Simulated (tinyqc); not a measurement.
Width of the well: polar nitride quantum well with polarisation fields.

Growth along [0001]. e_par = (a_sub - a)/a, Ppz = 2 e_par (e31 - e33 C13/C33), P = Psp + Ppz in each layer; strain relaxation and the strain shift of the gaps are left out, although thick layers with more than about 1 % mismatch would relax.

In a periodic stack without free charge the potential drop over a period vanishes: F_w = (P_b - P_w) Lb/(eps0 (eps_w Lb + eps_b Lw)), F_b = -F_w Lw/Lb, eps0 = 8.8541878e-12 F/m; 1 MV/cm = 1e8 V/m = 0.01 V/angstrom.

Envelope functions on cells of 0.25 angstrom over barrier, well, barrier (widths Lb, Lw, Lb), psi = 0 beyond, psi'/m continuous (mean mass between points), c = hbar^2/2m0. With u(z) the integral of e F (F_w in the well, F_b = -F_w Lw/Lb in the barriers, 1 MV/cm = 0.01 V/angstrom), zero at the centre of the well, the electron sees u plus Vc in the barriers and the hole -u plus Vv. The transition is Eg + E_e + E_h; excitons are left out.

Constants: hbar^2/2m0 = 3.80998211 eV angstrom^2; hc = 1239.841984 eV nm.

Parameters, chosen for this exercise (near those of a GaN well in AlN; shifted at random, so the results belong to these values and not to a real crystal): a_w = 3.189 angstrom (lattice constant a, well); a_b = 3.112 angstrom (lattice constant a, barrier); a_sub = 3.189 angstrom (in-plane lattice constant of the stack); Psp_w = -0.0352 C/m^2 (spontaneous polarisation); Psp_b = -0.0897 C/m^2 (spontaneous polarisation); e31_w = -0.33 C/m^2; e31_b = -0.558 C/m^2; e33_w = 0.657 C/m^2; e33_b = 1.504 C/m^2; C_w = 0.264 (C13/C33); C_b = 0.282 (C13/C33); eps_w = 10.5 (dielectric constant); eps_b = 10.3 (dielectric constant); Lb = 120 angstrom (barrier width); Eg = 3.44 eV (gap of the well); Vc = 1.85 eV (conduction offset); Vv = 0.87 eV (valence offset); me = 0.2 m0 (electron, well); meb = 0.32 m0 (electron, barrier); mh = 1.93 m0 (hole, everywhere); Ls = (10, 15, 20, 25, 30, 40, 50) angstrom (well widths).

Field, levels and overlap anew for each width.

Results:

| Lw (angstrom) | F_w (MV/cm) | E (eV) | E without field (eV) | overlap^2 | ln overlap^2 |
|---|---|---|---|---|---|
| 10 | -10.252 | 3.9143 | 4.1267 | 0.540 | -0.62 |
| 15 | -9.879 | 3.3733 | 3.8521 | 0.192 | -1.65 |
| 20 | -9.532 | 2.9151 | 3.7147 | 0.0409 | -3.20 |
| 25 | -9.208 | 2.4942 | 3.6363 | 0.00568 | -5.17 |
| 30 | -8.906 | 2.1011 | 3.5873 | 0.000561 | -7.49 |
| 40 | -8.357 | 1.3862 | 3.5317 | 2.52e-06 | -12.89 |
| 50 | -7.872 | 0.7527 | 3.5026 | 5.20e-09 | -19.08 |

The red shift grows from 212 to 2750 meV. The line drops below Eg between 10 and 15 angstrom, which a square well can never do. Over the last two rows dE/dLw = -63.4 meV per angstrom, against -|e F_w| = -78.7 in the last row; the field itself weakens by 23 % over the table, since a wider well shares the drop with the barrier. The overlap falls by a factor 1.04e+08.

tinyqc: `OMP_NUM_THREADS=1 python tinyqc.py 1250857 1250858 out.jsonl`; about 0.08 s, one thread, shared Intel(R) Xeon(R) Processor @ 2.30GHz.
